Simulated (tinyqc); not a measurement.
Charge control and current of a heterostructure field-effect transistor: one step, computed by the program tinyqc.

Two subbands in a triangular well; E_F is counted from the conduction band edge of the channel at the interface.

Task: Levels and gate capacitance. Charge control: n_s = C_b (V_G - V_T - E_F/e)/e. Well: mean field F = e n_s/(2 eps eps_0), E_i = (hbar^2/2m)^(1/3) [(3 pi e F/2)(i + 3/4)]^(2/3), i = 0, 1; n_s = D k_B T sum_i ln(1 + exp((E_F - E_i)/k_B T)), D = m/(pi hbar^2), which is solved in closed form for E_F. C_g = e dn_s/dV_G = 1/(1/C_b + 1/C_q), 1/C_q = d(E_F/e)/d(e n_s) by a central difference of +/- 0.1 % in n_s; added distance dd = eps eps_0/C_q.

Inputs (values chosen for the exercise, modelled on AlGaN/GaN): channel mass m = 0.2 m_0; permittivity eps (barrier and channel) = 9.76; temperature T = 400 K.

Charge source: polarisation. Velocity law: smooth.

sheet density n_s = 8.415657e+12 1/cm^2

barrier capacitance C_b = 0.5401055 microfarad/cm^2

Constants: k_B = 8.617333262e-05 eV/K; e = 1.602176634e-19 C; eps_0 = 8.8541878128e-12 F/m; hbar = 1.054571817e-34 J s; m_0 = 9.1093837015e-31 kg; k_B = 1.380649e-23 J/K.

Give: E_0; E_1; E_F; share in the second subband; gate capacitance C_g; added distance dd.

Result:

E_0 = 243.8 meV

E_1 = 428.8 meV

E_F = 339.9 meV

share in the second subband = 2.501 %

gate capacitance C_g = 0.4873 microfarad/cm^2

added distance dd = 1.734 nm

C_g is 90 % of C_b: the finite density of states and the rise of E_0 act as 1.7 nm of extra barrier.
